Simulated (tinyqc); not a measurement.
Decay of LO phonons and the hot-phonon bottleneck in the cooling of electrons: one step, computed by the program tinyqc. Command: `OMP_NUM_THREADS=1 python tinyqc.py 3025845 3025846 out.jsonl hotphonon walk`. One thread of a shared host (Intel(R) Xeon(R) Processor @ 2.30GHz), about 0.01 s of CPU time with the checks.

n(E, T) = 1/(exp(E/(k_B T)) - 1) is the Bose occupation. Electrons have a temperature T_e; the LO modes within their reach share one occupation N; the decay products stay at the lattice temperature.

Task: Electron and phonon temperatures in closed form. Net emission per electron: [(N + 1) x - N]/tau_sp with x = exp(-hbar omega/(k_B T_e)), a simple two-level balance; steady state of the modes: n [(N + 1) x - N]/tau_sp = N_m (N - N_0)/tau; power per electron P = hbar omega [(N + 1) x - N]/tau_sp. With p = P tau_sp/(hbar omega): N = N_0 + r p and x = (p + N)/(N + 1); without hot phonons N = N_0. The mode temperature T_LO solves n(hbar omega, T_LO) = N.

Inputs (values chosen for the exercise, modelled on gallium oxide):
```
quantity                         value    unit
LO energy hbar omega              43.9     meV
lattice temperature T              300       K
electron mass m*                 0.288     m_0
electron density n             1.5e+19  1/cm^3
power supplied per electron P     0.23      nW
```

Decay channel: two unequal phonons (Ridley).

emission time tau_sp = 4.298419 fs

equilibrium LO occupation N_0 = 0.2240290

bottleneck ratio r = 26.09814

Constants: e = 1.602176634e-19 C; k_B = 8.617333262e-05 eV/K.

Give: reduced power p; LO occupation N; electron temperature T_e; T_e without hot phonons; mode temperature T_LO.

Result:

reduced power p = 1.406e-04

LO occupation N = 0.2277

electron temperature T_e = 302.5 K

T_e without hot phonons = 300.1 K

mode temperature T_LO = 302.4 K

Caution: alpha is above 1/2, so hbar/tau_sp exceeds hbar omega and the emission time, a weak-coupling result, is only rough. Caution: the electrons are degenerate; Pauli blocking and the Fermi energy, left out here, matter.
